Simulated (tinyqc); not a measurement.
Current of a Schottky diode by thermionic-emission-diffusion theory, and its read-back from I-V-T and C-V data: one step, computed by the program tinyqc. Command: `OMP_NUM_THREADS=1 python tinyqc.py 3017237 3017238 out.jsonl schottky walk`. One thread of a shared host (Intel(R) Xeon(R) Processor @ 2.30GHz), about 0.01 s of CPU time with the checks.

Full ionisation, no tunnelling, no recombination current. V is the voltage across the junction itself, forward positive.

Task: Current. N_c(T) = N_c (T/300 K)^(3/2); V_bi = phi_0 - (k_B T/e) ln(N_c(T)/N); surface field F = sqrt(2 e N (V_bi - V - k_B T/e)/(eps eps_0)); image lowering d_phi = sqrt(e F/(4 pi eps eps_0)); effective barrier phi = phi_0 - d_phi - sigma^2 (1 - rho V)/(2 k_B T). Collection velocity v_R = A* T^2/(e N_c(T)); diffusion velocity v_D = mu F; J = e N_c(T) v_R/(1 + v_R/v_D) exp(-phi/k_B T) [exp(e V/k_B T) - 1]. Terminal voltage V + J R_s.

Inputs (values chosen for the exercise, modelled on n-type silicon):

| quantity | value | unit |
|---|---|---|
| Richardson constant A* | 109 | A/(cm^2 K^2) |
| effective density of states at 300 K, N_c | 2.9e+19 | 1/cm^3 |
| permittivity eps | 11.7 | - |
| mobility mu | 1400 | cm^2/(V s) |
| barrier without image force phi_0 (mean) | 0.662 | eV |
| doping N | 2.9e+16 | 1/cm^3 |
| series resistance R_s | 0.2 | milliohm cm^2 |
| junction voltage V | 0.2 | V |
| temperature T | 300 | K |
| standard deviation sigma | 84 | meV |
| relative change of sigma^2 with bias, rho | 0.66 | 1/V |

Barrier: Gaussian spread of heights.

Constants: k_B = 8.617333262e-05 eV/K; e = 1.602176634e-19 C; eps_0 = 8.8541878128e-12 F/m.

Give: v_R; v_D; current density J; terminal voltage.

Result:

v_R = 2.1114e+06 cm/s

v_D = 6.7294e+07 cm/s

current density J = 41.244 A/cm^2

terminal voltage = 0.20825 V

v_D/v_R = 31.9: emission over the barrier limits the current.
